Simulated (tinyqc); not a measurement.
# AlGaN/GaN HEMT with access regions, lumped model, step by step

Program tinyqc, `OMP_NUM_THREADS=1 python tinyqc.py 2570013 2570014 out.jsonl`; Intel Xeon 2.30GHz, shared host, one thread, about 0.01 s. Printed values are rounded.

A polarisation-induced electron sheet under a Schottky gate, in series with two ungated access regions and contacts. Drift law v = mu E/(1 + mu E/vs) under the gate. Currents in mA/mm, resistances in ohm mm. No self-heating, no channel-length modulation; fits for polarisation, barrier and offset are chosen for the exercise.

Inputs (values chosen for the exercise); values close to those of AlGaN/GaN structures: aluminium share of the barrier x = 0.16; barrier thickness d = 15 nm; relative permittivity of barrier and channel eps_r = 9.1; channel mobility mu = 1400 cm^2/(V s); saturation velocity vs = 1.1e7 cm/s; gate length Lg = 0.15 um; source access length Ls = 0.5 um; drain access length Ld = 2 um; resistance of each contact Rc = 0.46 ohm mm; share of the drain-access electrons removed by traps ft = 0; gate voltage Vg = 0 V; drain voltage Vd = 0.5 V; critical field Ec = 2.8 MV/cm; depth over which the depleted charge spreads te = 0.42 um; insulator under the field plate tf = 200 nm; relative permittivity of that insulator ei = 3.9.

Constants: q = 1.602176634e-19 C, eps0 = 8.8541878128e-14 F/cm where lengths are in cm. Results are converted to the units shown.

## Polarisation charge, threshold and sheet resistance

sigma = (5e13 x + 1.6e13 x^2) cm^-2, phiB = 0.84 + 1.3 x, dEc = 0.7 (1.71 x + x^2) in volts, Cb = eps0 eps_r/d, VT = phiB - dEc - q sigma/Cb, access density n0 = -Cb VT/q. Rsh = 1/(q mu n0); largest access current q n0 vs.

sigma = 8.409600e12 cm^-2
Cb = 0.5371541 uF/cm^2
VT = -1.669783 V
n0 = 5.598200e12 cm^-2
Rsh = 796.3668 ohm
q n0 vs = 986.6236 mA/mm

## Iteration 1: drain current

I at the start = 130 mA/mm

Access resistance R(L, n) = L/(q mu n sqrt(1 - (I/(q n vs))^2)); Rs = Rc + R(Ls, n0), Rd = Rc + R(Ld, (1 - ft) n0). Vg' = Vg - I Rs, Vd' = Vd - I (Rs + Rd); with u = Vg' - VT, Vc = vs Lg/mu and w the smaller of Vd' and Vc [sqrt(1 + 2 u/Vc) - 1] (0 if negative), the channel gives (mu Cb/Lg)(u w - w^2/2)/(1 + w/Vc). I(new) = I + 0.1 (channel current - I).

Rs = 0.8616856 ohm mm
Rd = 2.066742 ohm mm
Vg' = -0.1120191 V
Vd' = 0.1193044 V
channel current = 445.2950 mA/mm
I after iteration 1 = 161.5295 mA/mm

## Iteration 2: drain current

As before.

Rs = 0.8636296 ohm mm
Rd = 2.074518 ohm mm
Vg' = -0.1395017 V
Vd' = 0.02540243 V
channel current = 158.9991 mA/mm
I after iteration 2 = 161.2765 mA/mm

## Course of the iteration: drain current

Stop when I changes by less than 1e-6 mA/mm, or after 60 iterations. I must stay below q (1 - ft) n0 vs.

Course of the iteration:
```
iteration  I (mA/mm)  |change| (mA/mm)
1           161.5295              31.5
2           161.2765             0.253
3           161.4350             0.159
4           161.3361            0.0989
5           161.3980            0.0619
6           161.3594            0.0386
7           161.3835            0.0241
8           161.3685            0.0151
9           161.3779           9.43e-3
...              ...               ...
21          161.3743           3.34e-5
22          161.3742           2.09e-5
23          161.3743           1.30e-5
24          161.3742           8.14e-6
25          161.3743           5.09e-6
26          161.3743           3.18e-6
27          161.3743           1.99e-6
28          161.3743           1.24e-6
29          161.3743           7.75e-7
```

Converged in 29 iterations. At the end each change is about 0.62 times the one before, with alternating sign: linear convergence. Of Vd, 5.17 % reaches the channel; the access current is 16 % of its limit.

## On-resistance and breakdown

sigma = (5e13 x + 1.6e13 x^2) cm^-2, phiB = 0.84 + 1.3 x, dEc = 0.7 (1.71 x + x^2) in volts, Cb = eps0 eps_r/d, VT = phiB - dEc - q sigma/Cb, access density n0 = -Cb VT/q. Ron = 2 Rc + Ls/(q mu n0) + Ld/(q mu (1 - ft) n0) + Lg/(mu Cb (Vg - VT)). Off state: a depleted stretch that holds the voltage V has the peak field sqrt(k V), k = 2 q n0/(eps0 eps_r te), so one edge holds V1 = Ec^2/k. The sheet under the plate pinches off at Vf = q n0 (1/Cb + tf/(eps0 ei)); beyond it the gate edge is screened. BV = V1 if Vf >= V1, else Vf + V1, and at most Ec Ld. Specific resistance Ron (Ls + Lg + Ld); figure of merit BV^2 over it.

Ron = 3.030372 ohm mm
Vf = 53.61858 V
V1 = 147.8995 V
BV = 201.5181 V
specific resistance = 0.08030486 mohm cm^2
figure of merit = 505.6921 MW/cm^2

The plate raises BV by a factor of 1.36.
